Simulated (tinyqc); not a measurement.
From results back to parameters: one-oscillator model of a band gap. Three cases, with inputs chosen for the exercise.

Problem. A gap follows E(T) = E0 - s1 t1/(exp(t1/T) - 1) with the zero-point term ZP = s1 t1/2, which scales as M^(-1/2). The shift of E0 on going from M to M + dM and the limiting slope at high T are given.

Find: sqrt(M/(M + dM)); ZP; t1.

Method. The shift is ZP (1 - sqrt(M/(M + dM))); then t1 = 2 ZP/s1.

Case 1.

Values chosen (out of a larger set: near those of diamond; not measured data): M = 12.01 u (mean atomic mass); dM = -0.76 u (change of the mean mass (not bounded by the natural isotopes)).

shift of E0 = -12.210033 meV
limiting slope s1 = 0.599 meV/K

Solution.

sqrt(M/(M + dM)) = 1.033226
ZP = 367.49 meV
t1 = 1227 K

Case 2.

Values chosen (out of a larger set: near those of GaN; not measured data): M = 41.97 u (mean atomic mass); dM = -2.09 u (change of the mean mass (not bounded by the natural isotopes)).

shift of E0 = -4.850749 meV
limiting slope s1 = 0.601 meV/K

Solution.

sqrt(M/(M + dM)) = 1.025869
ZP = 187.51 meV
t1 = 624 K

Case 3.

Values chosen (out of a larger set: near those of AlN; not measured data): M = 20.48 u (mean atomic mass); dM = 0.74 u (change of the mean mass (not bounded by the natural isotopes)).

shift of E0 = 5.416160 meV
limiting slope s1 = 0.806 meV/K

Solution.

sqrt(M/(M + dM)) = 0.982409
ZP = 307.89 meV
t1 = 764 K

Computed by tinyqc, one run a case: `OMP_NUM_THREADS=1 python tinyqc.py N N+1 out.jsonl` with N = 1880524, 1880525, 1880540; one thread of a shared Intel(R) Xeon(R) Processor @ 2.30GHz, about 0.01 s a run at most.
